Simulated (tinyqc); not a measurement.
Worked calculation: Cahn-Hilliard equation on a periodic one-dimensional grid. Computed by tinyqc, a small Python program that keeps every step. Command: `OMP_NUM_THREADS=1 python tinyqc.py 3031385 3031386 out.jsonl cahn walk`. One thread of a shared host (Intel(R) Xeon(R) Processor @ 2.30GHz), about 0.04 s of CPU time with the checks. Intermediate numbers are printed to about 7 digits and carried at full precision; extremes and crossings named in words are read from the listed rows.

Free energy F = h sum_j [A (c_j^2 - 1)^2/4 + (kappa/2) ((c_(j+1) - c_j)/h)^2]; dc/dt = Lap(mu), mu = A (c^3 - c) - kappa Lap(c), Lap(y)_j = (y_(j+1) - 2 y_j + y_(j-1))/h^2, mobility 1; the grid has n = 12 points.

Inputs (values chosen for the exercise, in reduced units):
```
quantity                    value  unit
spacing h                     1.3     -
well depth A                  1.4     -
gradient coefficient kappa    1.2     -
mean composition c0          0.31     -
noise amplitude              0.02     -
time step dt                 0.07     -
end time                       60     -
```

Scheme: explicit Euler.

## Linear stability

f'' = A (3 c0^2 - 1). Mode m has lambda_m = (4/h^2) sin^2(pi m/n) and the rate w_m = -lambda_m (f'' + kappa lambda_m). In the continuum the fastest wavelength is 2 pi sqrt(2 kappa/|f''|) with the rate f''^2/(4 kappa). Explicit steps near c = +-1, where f'' = 2A, are stable for dt < 2/(16 kappa/h^4 + 8 A/h^2).

f'' = -0.99638

Modes of the grid:
```
m  lambda_m        w_m
1  0.158550   0.127810
2  0.591716   0.169421
3  1.183432  -0.501465
4  1.775148  -2.012658
5  2.208314  -3.651661
6  2.366864  -4.364158
```

fastest wavelength = 9.751535

largest rate = 0.2068277

explicit limit of dt = 0.1498164

2 mode(s) grow; the fastest on the grid is m = 2, while the box holds 1.60 fastest wavelengths. dt is 0.47 of the explicit limit.

## The first step

random numbers: -0.837  0.193  -0.108  0.594  0.348  -0.057  -0.040  -0.714  0.193  0.357  -0.995  -0.623

Start: c_j = c0 + amplitude x (z_j - mean of z). c(new) = c + dt Lap(mu).

c at the start: 0.296075  0.316675  0.310655  0.324695  0.319775  0.311675  0.312015  0.298535  0.316675  0.319955  0.292915  0.300355

mu at the start: -0.3958356  -0.3799832  -0.4071885  -0.3931861  -0.3996485  -0.3999508  -0.3844820  -0.4031521  -0.3883335  -0.3805522  -0.3993792  -0.3742408

c after one step: 0.2976261  0.3148915  0.3123618  0.3238473  0.3200302  0.3123282  0.3106010  0.2999221  0.3163835  0.3188529  0.2947361  0.2984193

F at the start = 4.461179

F after one step = 4.461011

## The run

Run to the end time; break off if |c| exceeds 3 or F has risen by more than 1e-9 in more than 30 steps. Domains = stretches with c > c0.

Course:
```
step      t         F       min c      max c  domains
0      0.00  4.461179   0.2929150  0.3246950        2
17     1.19  4.460678   0.2924250  0.3239146        2
43     3.01  4.460438   0.2888356  0.3298413        2
86     6.02  4.459661   0.2776037  0.3419527        2
129    9.03  4.457789   0.2582241  0.3597001        2
171   11.97  4.453315   0.2265080  0.3856923        2
257   17.99  4.410852   0.0721703  0.4817061        2
343   24.01  4.161769  -0.3341639  0.6524880        2
471   32.97  3.155714  -0.7390840  0.7522322        1
600   42.00  2.374818  -0.8955699  0.9376233        1
728   50.96  2.319382  -0.9227497  0.9891988        1
857   59.99  2.308687  -0.9225472  0.9910286        1
```

c at the end: -0.9042753  -0.5465734  0.5665994  0.9170584  0.9822299  0.9910286  0.9874691  0.9689025  0.8773834  0.4408026  -0.6380782  -0.9225472

F at the end = 2.308687

steps in which F rose = 0

F never rises by more than 1e-9 in a step. The count of domains goes from 2 in the noise to 1 at the end, and c spans -0.923 to 0.991.

## Interfaces

Continuum wall between c = -1 and +1: c = tanh(x/w), w = sqrt(2 kappa/A), energy s = (2/3) sqrt(2 kappa A). With two walls per domain, the estimate of F at the end is 2 x domains x s. Volume fraction of the +1 phase by the lever rule: (1 + c0)/2.

wall half width w = 1.309307

wall energy s = 1.222020

estimate of F = 2.444040

volume fraction = 0.655

w/h = 1.007159

The run ends at F = 2.3087, 0.94 of the estimate: close to it, but the extremes of c are -0.923 and 0.991.

Checks made by the program: conservation of the mean (relative difference below 1e-10).
